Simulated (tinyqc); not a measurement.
Worked calculation: plane-wave Kohn-Sham cycle with exchange-only LDA in a layered model solid. One step of it, computed by the program tinyqc.

Task: Iteration 1: Hamiltonian at one k. H(m,m') = (k + G_m)^2/2 delta + V(G_m - G_m'), with V(-G) = V(G).

A solid whose potential varies along x alone (atomic units):
```
parameter                      value
period a                   12.600000
cross-section of the cell  15.000000
electrons per cell                 2
grid points                       16
plane waves -n..n, n               3
k points                           4
V1 in V1 cos(2 pi x/a)     -0.620000
```

V(G_m), m = 0, 1, 2, ... (hartree): [-0.216195, -0.310000, 0.000000, 0.000000, 0.000000, 0.000000, 0.000000]

k = 0.125000 2 pi / a

Give: H.

Result:

H (hartree), order -3, -2, -1, +0, +1, +2, +3:
```
[[0.8115, -0.3100, 0.0000, 0.0000, 0.0000, 0.0000, 0.0000],
 [-0.3100, 0.2209, -0.3100, 0.0000, 0.0000, 0.0000, 0.0000],
 [0.0000, -0.3100, -0.1210, -0.3100, 0.0000, 0.0000, 0.0000],
 [0.0000, 0.0000, -0.3100, -0.2143, -0.3100, 0.0000, 0.0000],
 [0.0000, 0.0000, 0.0000, -0.3100, -0.0588, -0.3100, 0.0000],
 [0.0000, 0.0000, 0.0000, 0.0000, -0.3100, 0.3452, -0.3100],
 [0.0000, 0.0000, 0.0000, 0.0000, 0.0000, -0.3100, 0.9980]]
```
